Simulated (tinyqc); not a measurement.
## Electron continuity equation in a given potential, Scharfetter-Gummel discretisation: current and errors against the applied potential

Steady state in one dimension: J = q mu n E + q D dn/dx with E = -dpsi/dx and D = mu Vt, dJ/dx = q (n/tau - G), fixed densities nL and nR at the ends. The potential is given, psi = 0 for x < L/2 and U (2 x/L - 1) beyond, and is not changed by the electrons.

11 equal intervals. Fluxes J_i = (q D/h)(n_(i+1) P_i - n_i Q_i), d_i = (psi_(i+1) - psi_i)/Vt: Scharfetter-Gummel P = B(d), Q = B(-d), B(d) = d/(exp(d) - 1); central P = 1 - d/2, Q = 1 + d/2; upwind P = 1 + max(-d, 0), Q = 1 + max(d, 0). Balance at each inner node: J_i - J_(i-1) = q h (n_i/tau - G). The reference is Scharfetter-Gummel on 4000 intervals or more. Errors are those of J on the first interval against the reference at its midpoint; errors under 1e-6 % are printed as 0.

Values chosen for this exercise; mobility close to that of gallium arsenide at room temperature:
```
symbol   value        unit                  meaning
T          350           K              temperature
mu        8090  cm^2/(V s)        electron mobility
L         0.18          um     length of the region
nL      1.7e14       cm^-3         density at x = 0
nR           0       cm^-3         density at x = L
tau      2e-12           s                 lifetime
G            0  cm^-3 s^-1  uniform generation rate
```

Constants: q = 1.602176634e-19 C, kB = 1.380649e-23 J/K, Vt = kB T/q. Results are converted to the units shown.

Current and errors against the applied potential:
```
U (V)	largest |d|	reference J (A/cm^2)	SG error (%)	central error (%)	upwind error (%)	most negative central n (cm^-3), 0 if none
-0.017	0.1025	-390.9	-0.0708	-0.113	2.38	0
-0.066	0.3979	-260.8	-0.206	-1.41	16.7	0
-0.17	1.025	-134.3	-0.577	-4.87	38.3	0
-0.33	1.989	-114.6	-1.22	-2.80	15.4	0
-0.5	3.014	-111.4	-1.68	-4.07	6.68	-4.42e12
-0.73	4.401	-109.4	-2.00	0.328	3.55	-7.54e12
-1	6.028	-108.3	-2.05	103	2.41	-2.88e13
-1.5	9.042	-107.2	-1.78	462	1.62	-2.64e13
```

The reference current rises from -391 to -107 A/cm^2. The largest errors in size are 2.1 % (Scharfetter-Gummel), 460 % (central) and 38 % (upwind). Central differences give negative densities for U = -0.5, -0.73, -1, -1.5 V; these rows have |d| above 2, which makes negative values possible though not certain.

Range of the model: The drift velocity mu E exceeds 1e7 cm/s somewhere, where real mobilities no longer stay constant.

tinyqc, about 0.01 s, one thread, Intel Xeon 2.30GHz (shared host): `OMP_NUM_THREADS=1 python tinyqc.py 2220124 2220125 out.jsonl`
